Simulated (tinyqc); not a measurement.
Bandgap voltage reference from two bipolar transistors: two steps of the calculation.

Two transistors of area 1 and N carry the same current I. Is(T) = Is (T/T0)^eta exp[(Vg0 q/kB)(1/T0 - 1/T)], VBE1 = Vt ln(I/Is(T)) + I rb, VBE2 = Vt ln(I/(N Is(T))) + I rb/N. The amplifier forces I R1(T) = VBE1 - VBE2 + Vos, with R(T) = R (1 + tc (T - T0)) for both resistors, and the output is Vref = VBE1 + I R2(T). Base currents and the Early effect are neglected.

Values chosen for this exercise; values of the order met in silicon bipolar transistors: reference temperature T0 = 300 K; band-gap voltage extrapolated to 0 K Vg0 = 1.171 V; temperature exponent of the saturation current eta = 4.3; saturation current of the unit transistor at T0 Is = 1.9e-16 A; area ratio of the second transistor N = 24; resistor across which the difference of VBE falls, at T0 R1 = 7 kohm; temperature coefficient of both resistors tc = 0 ppm/K; offset of the amplifier Vos = 0 mV; series resistance of the unit transistor rb = 18 ohm; output resistor at T0 R2 = 53.72 kohm; temperature T = 253 K.

Constants: q = 1.602176634e-19 C, kB = 1.380649e-23 J/K. Results are converted to the units shown.

Task 1. Operating point at the reference temperature. Vt = kB T/q; I = (Vt ln N + Vos)/(R1(T) - rb (1 - 1/N)). Evaluate at T = T0.

Give: Vt; I; Is(T); VBE1; I R2; Vref.

Result 1.

Vt = 0.02585 V
I = 11.77 uA
Is(T) = 1.900e-16 A
VBE1 = 0.6426 V
I R2 = 0.6321 V
Vref = 1.275 V

Task 2. Operating point at another temperature. 

Wanted: Vt; I; Is(T); VBE1; I R2; Vref.

Result 2.

Vt = 0.021802 V
I = 9.9227 uA
Is(T) = 2.0234e-20 A
VBE1 = 0.73765 V
I R2 = 0.53305 V
Vref = 1.2707 V

From T0 to T, VBE1 changes by 95.0 mV and I R2 by -99.0 mV, which leaves -3.98 mV in Vref.

Program tinyqc, `OMP_NUM_THREADS=1 python tinyqc.py 2062037 2062038 out.jsonl`; Intel Xeon 2.30GHz, shared host, one thread, about 0.02 s.
